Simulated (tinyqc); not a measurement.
Rutherford backscattering from a thin compound film on silicon: kinematics, yields, composition and thickness: one step, computed by the program tinyqc. Command: `OMP_NUM_THREADS=1 python tinyqc.py 3015036 3015037 out.jsonl rbs walk`. One thread of a shared host (Intel(R) Xeon(R) Processor @ 2.30GHz), about 0.01 s of CPU time with the checks.

Singly charged helium ions (Z1 = 2, M1 = 4.0026 u) enter at the tilt angle a1 to the normal and leave at a2 = |180 - theta - tilt| in the same plane. The film is A B_x.

Task: Kinematics. Kinematic factor K = [(sqrt(M^2 - M1^2 sin^2 theta) + M1 cos theta)/(M + M1)]^2. Surface edges lie at K E0; substrate silicon has M = 28.09 u. Mass resolution at M_A = resolution/(E0 dK/dM).

Inputs (values chosen for the exercise, modelled on a helium beam on HfO2):

| quantity | value | unit |
|---|---|---|
| beam energy E0 | 1.9 | MeV |
| scattering angle theta | 150 | degrees |
| heavy element: mass M_A | 178.5 | u |
| light element: mass M_B | 16 | u |
| detector resolution (FWHM) | 15 | keV |

Give: kinematic factors; surface edges; mass resolution at M_A.

Result:

kinematic factors: A 0.91971, B 0.38480, Si 0.58529

surface edges (keV): A 1747.4, B 731.1, Si 1112.1

mass resolution at M_A = 18.300 u

K flattens for heavy targets, so masses within 18.3 u of A cannot be told apart.
